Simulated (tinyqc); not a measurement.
Worked calculation: estimate of lattice thermal conductivity from elastic moduli (Slack, Klemens and Cahill formulas). Computed by tinyqc, a small Python program that keeps every step. Command: `OMP_NUM_THREADS=1 python tinyqc.py 3001469 3001470 out.jsonl slack walk`. One thread of a shared host (Intel(R) Xeon(R) Processor @ 2.30GHz), about 0.01 s of CPU time with the checks. Intermediate numbers are printed to about 5 digits and carried at full precision; extremes and crossings named in words are read from the listed rows.

An isotropic solid.

Inputs (values chosen for the exercise, for a model crystal): bulk modulus B = 123 GPa; shear modulus G = 95.3 GPa; volume per atom V = 33.1 angstrom^3; mean atomic mass M = 61.7 u; atoms per primitive cell n = 4; temperature T = 300 K; disorder parameter Gamma = 0.087; grain size d = 14000 nm.

Grueneisen parameter: from the Poisson ratio.

Constants: u = 1.6605390666e-27 kg; hbar = 1.054571817e-34 J s; k_B = 1.380649e-23 J/K; h = 6.62607015e-34 J s.

## Velocities, Poisson ratio and Debye temperature

rho = M/V; vL = sqrt((B + 4G/3)/rho), vT = sqrt(G/rho); v_m = [(vL^-3 + 2 vT^-3)/3]^(-1/3); Poisson ratio sigma = (3B - 2G)/(6B + 2G); Theta = hbar v_m (6 pi^2/V)^(1/3)/k_B.

density rho = 3095.3 kg/m^3

vL = 8988.2 m/s

vT = 5548.7 m/s

v_m = 6120.6 m/s

Poisson ratio sigma = 0.19212

Debye temperature Theta = 567.53 K

## Grueneisen parameter

Empirical rule gamma = (3/2) (1 + sigma)/(2 - 3 sigma).

Grueneisen parameter gamma = 1.2561

## Conductivity of the perfect crystal

Slack, an estimate for T near or above Theta_a: kappa = A M Theta_a^3 delta n^(1/3)/(gamma^2 T) in W/(m K), with M in u, delta = V^(1/3) in angstrom, Theta_a = Theta n^(-1/3) and A = 2.43e-6/(1 - 0.514/gamma + 0.228/gamma^2).

acoustic Debye temperature Theta_a = 357.52 K

A = 3.3048e-06

kappa of the perfect crystal = 100.35 W/(m K)

Caution: T lies below Theta_a, where umklapp processes begin to freeze out and the Slack formula can fall short.

## Point defects and grains

High-temperature forms with the classical heat capacity. Klemens: kappa/kappa_0 = arctan(u)/u, u^2 = pi^2 Theta V Gamma kappa_0/(h v_m^2). Grains: 1/kappa_poly = 1/kappa + 1/(C v_m d/3), C = 3 k_B/(n V), the acoustic branches alone.

disorder scale u = 8.0752

kappa with point defects = 17.989 W/(m K)

grain-boundary limit = 8935.4 W/(m K)

kappa of the polycrystal = 17.952 W/(m K)

For large u the ratio tends to pi/(2u): kappa then falls only as Gamma^(-1/2). Grains remove a further 0 %.

## Minimum conductivity

Cahill minimum: kappa_min = (pi/6)^(1/3) k_B V^(-2/3) sum over L, T, T of v (T/Theta_i)^2 int_0^(Theta_i/T) x^3 e^x/(e^x - 1)^2 dx, Theta_i = Theta v_i/v_m (64 Gauss-Legendre points). Its high-temperature limit is (1/2) (pi/6)^(1/3) k_B V^(-2/3) (vL + 2 vT).

kappa_min = 0.89383 W/(m K)

its high-temperature limit = 1.0841 W/(m K)

kappa_poly/kappa_min = 20.085

## All estimates against temperature

The formulas are those given above.

Kappa (W/(m K)):
```
T (K)  perfect crystal  with point defects  polycrystal  minimum
200             150.52              22.373       22.317   0.7311
300             100.35              17.989       17.952   0.8938
400              75.26              15.376       15.350   0.9684
550              54.73              12.891       12.873   1.0198
750              40.14              10.826       10.813   1.0485
1000             30.10               9.178        9.168   1.0638
1300             23.16               7.871        7.864   1.0720
1700             17.71               6.703        6.698   1.0770
```

The perfect crystal follows 1/T. With point defects the exponent runs from -0.54 to -0.60 (the strong-disorder limit is -1/2), and with grains from -0.54 to -0.60. At the highest T it is still 6.2 times the minimum. Rows below Theta_a = 358 K are outside the range of the Slack formula.

Checks made by the program: arctan(u)/u against the Debye integral of 1/(1 + u^2 y^2) (relative difference below 1e-10).
